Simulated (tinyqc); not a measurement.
Valence-band offset from core levels (Kraut method), with the dipole against the affinity rule: one step of the calculation.

Binding energies are counted downwards from the Fermi level. dEv > 0 means that the valence edge of B lies below that of A, dEc > 0 that the conduction edge of B lies above that of A; dEc + dEv = EgB - EgA. The spectra are made-up values treated as data.

Question. Valence-band maximum of bare A. Fit a straight line to the leading edge by least squares; the maximum vA lies where it meets the background.

Inputs (values chosen for the exercise):
- bg = 55 (background counts in the gap)

binding energy, point 0 to 5 (eV): [1.03, 1.15, 1.27, 1.39, 1.51, 1.63]
counts on the leading edge, point 0 to 5: [196, 258, 336, 397, 456, 510]

Give: slope; intercept; vA.

Answer.

slope = 529.8 counts/eV
intercept = -345.8 counts
vA = 0.7565 eV

Program tinyqc, `OMP_NUM_THREADS=1 python tinyqc.py 2410014 2410015 out.jsonl`; Intel Xeon 2.30GHz, shared host, one thread, about 0.01 s.
